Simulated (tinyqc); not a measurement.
From results back to parameters: five-level k.p model folded onto the conduction band. Two cases, with inputs chosen for the exercise.

Problem. The levels are known; the mass and the g factor at E = Eg are given. Find Ep and Ep2.

Second-order sums for the lowest conduction level at E: 1/m = 1 + Cm + (Ep/3)(2/E + 1/(E + Dso)) - (Ep2/3)(2/(E7 + D2 - E) + 1/(E7 - E)); g/2 = 1 + Cg - (Ep/3)(1/E - 1/(E + Dso)) - (Ep2/3)(1/(E7 - E) - 1/(E7 + D2 - E)). E is counted from the top of the valence band; E = Eg at the edge.

Find: coefficients of (Ep, Ep2); right-hand sides 1/m - 1 - Cm and 1 + Cg - g/2; Ep, Ep2.

Method. Both sums are linear in Ep and Ep2, so two equations fix them.

Case 1.

Values chosen (near those of InSb; shifted at random, so the results belong to these values and not to a real crystal): Eg = 0.234 eV (gap at Gamma to the s-like level); Dso = 0.815 eV (spin-orbit splitting); E7 = 3.13 eV (upper Gamma7 conduction level, from the valence top); D2 = 0.33 eV (its spin-orbit splitting, Gamma8 above Gamma7); Cm = -1 (remote term in 1/m); Cg = -0.02 (remote term in g/2).

m = 0.01371934 m0
g = -49.435052

Solution.

coefficients of (Ep, Ep2) (1/eV):
```
         1         2
1  3.16677  -0.32176
2  1.10674   0.01177
```

right-hand sides 1/m - 1 - Cm and 1 + Cg - g/2: 72.8898  25.6975

Ep, Ep2 (eV): 23.20  1.80

Case 2.

Values chosen (near those of GaSb; shifted at random, so the results belong to these values and not to a real crystal): Eg = 0.814 eV (gap at Gamma to the s-like level); Dso = 0.752 eV (spin-orbit splitting); E7 = 3.21 eV (upper Gamma7 conduction level, from the valence top); D2 = 0.32 eV (its spin-orbit splitting, Gamma8 above Gamma7); Cm = -1.6 (remote term in 1/m); Cg = 0 (remote term in g/2).

m = 0.03914872 m0
g = -8.861339

Solution.

coefficients of (Ep, Ep2) (1/eV):
```
         1         2
1  1.03186  -0.38458
2  0.19664   0.01639
```

right-hand sides 1/m - 1 - Cm and 1 + Cg - g/2: 26.1436  5.4307

Ep, Ep2 (eV): 27.20  5.00

Computed by tinyqc, one run a case: `OMP_NUM_THREADS=1 python tinyqc.py N N+1 out.jsonl` with N = 1051480, 1051524; one thread of a shared Intel(R) Xeon(R) Processor @ 2.30GHz, about 0.01 s a run at most.
